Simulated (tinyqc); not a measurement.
Worked calculation: coupled-perturbed Hartree-Fock on RHF in the 6-31g basis, for H4, spin multiplicity 1. One step of it, computed by the program tinyqc.

Task: Response to a field: uncoupled start. Field along z; U_ai = -mu_ai / (e_a - e_i), alpha = -4 sum U_ai mu_ai.

orbital energies (hartree): MO1 -0.717177, MO2 -0.501670, MO3 0.218847, MO4 0.414468, MO5 0.785860, MO6 1.082939, MO7 1.346027, MO8 1.541954

dipole integrals <a|z|i> (bohr):
```
,i1,i2
a3,0.000000,-1.478426
a4,0.300422,0.000000
a5,0.000000,-0.096749
a6,0.083558,0.000000
a7,0.000000,0.234704
a8,-0.141193,0.000000
```

Give: uncoupled U; uncoupled polarisability.

Result:

uncoupled U:
```
,i1,i2
a3,0.0000,2.0519
a4,-0.2655,0.0000
a5,0.0000,0.0751
a6,-0.0464,0.0000
a7,0.0000,-0.1270
a8,0.0625,0.0000
```

uncoupled polarisability = 12.6525 bohr^3
